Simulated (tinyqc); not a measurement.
Inside a calculation. Model: undoped symmetric double-gate MOSFET, analytic potential model.

tinyqc, about 0.03 s, one thread, Intel Xeon 2.30GHz (shared host): `OMP_NUM_THREADS=1 python tinyqc.py 2440111 2440112 out.jsonl` Printed values are rounded.

An undoped body of thickness ts between two equal insulators and tied gates; long channel, electrons only, n = ni exp((psi - V)/Vt) with V the quasi-Fermi potential (0 at the source, Vd at the drain), constant mobility, no quantisation. Across the body psi(x) = V - 2 Vt ln[(ts/(2 beta)) sqrt(q ni/(2 eps0 eps_r Vt)) cos(2 beta x/ts)], x from the centre. Q is the electron charge per area of the whole body.

Inputs (values chosen for the exercise); material values those of a made-up semiconductor: temperature T = 400 K; band gap Eg = 1.06 eV; relative permittivity of the semiconductor eps_r = 12.7; conduction-band density of states at T Nc = 4.51e19 cm^-3; valence-band density of states at T Nv = 4.06e19 cm^-3; relative permittivity of the gate insulator eox = 22.9; insulator thickness tox = 5.3 nm; body thickness ts = 12 nm; gate work function less that of the intrinsic body dphi = 0.14 V; channel mobility mu = 100 cm^2/(V s); gate length L = 0.5 um; gate voltage Vg = 0.42 V; drain voltage Vd = 1 V.

Constants: q = 1.602176634e-19 C, kB = 1.380649e-23 J/K, Vt = kB T/q, eps0 = 8.8541878128e-14 F/cm where lengths are in cm. Results are converted to the units shown.

## Constants of the body

ni = sqrt(Nc Nv) exp(-Eg/(2 Vt)), Eg in volts; r = eps_r tox/(eox ts); V0 = dphi + 2 Vt ln[(2/ts) sqrt(2 eps0 eps_r Vt/(q ni))].

ni = 8.987630e12 cm^-3
r = 0.2449418
V0 = 0.5507131 V

## Iteration 1: beta at the source by Newton steps in z = ln(tan beta)

z at the start = 0

With V = 0, t = exp(z), beta = arctan(t): f = ln(beta) + (1/2) ln(1 + t^2) + 2 r beta t - (Vg - V0)/(2 Vt); with c = t/(1 + t^2), df/dz = c/beta + t c + 2 r t (c + beta); z(new) = z - f/(df/dz).

beta = 0.7853982
f = 2.385841
df/dz = 1.766315
z after iteration 1 = -1.350745

## Iteration 2: beta at the source by Newton steps in z = ln(tan beta)

As before.

beta = 0.2534755
f = 0.5882315
df/dz = 1.083573
z after iteration 2 = -1.893608

## Course of the iteration: beta at the source by Newton steps in z = ln(tan beta)

Stop when z changes by less than 1e-11, or after 60 iterations.

Course of the iteration:
```
iteration          z  |change|
1          -1.350745      1.35
2          -1.893608     0.543
3          -1.910330    0.0167
4          -1.910338   7.72e-6
5          -1.910338  1.61e-12
```

Converged in 5 iterations. At the end the number of correct digits about doubles with each step.

## Charges and drain current

beta_s = 0.1469631
beta_d = 7.530451e-8

beta (between 0 and pi/2) solves (Vg - V0 - V)/(2 Vt) = ln(beta) - ln(cos beta) + 2 r beta tan(beta). Q = 8 eps0 eps_r Vt beta tan(beta)/ts; I = mu (1/L)(4 eps0 eps_r/ts)(2 Vt)^2 [g(beta_s) - g(beta_d)] per width, g = beta tan(beta) - beta^2/2 + r beta^2 tan^2(beta), with beta_s at V = 0 and beta_d at V = Vd.

Qs = 5.621513 nC/cm^2
Qd = 1.465332e-12 nC/cm^2
g(beta_s) = 0.01107185
g(beta_d) = 2.835385e-15
I = 0.03944639 uA/um

The term r beta^2 tan^2(beta), which gives the square law, makes up 1.05 % of g at the source.

## Potential and electron density across the body at the source

x/ts, point 0 to 6: 0  0.1  0.2  0.3  0.4  0.45  0.5

psi(x) as above with V = 0 and beta = beta_s; n = ni exp(psi/Vt).

```
point    psi (V)    n (cm^-3)
0      0.2785181  2.902813e16
1      0.2785479  2.905322e16
2      0.2786373  2.912868e16
3      0.2787865  2.925501e16
4      0.2789957  2.943311e16
5      0.2791229  2.954195e16
6      0.2792653  2.966422e16
```

The density at the surface is 1.02 times that at the centre (1/cos^2 beta).
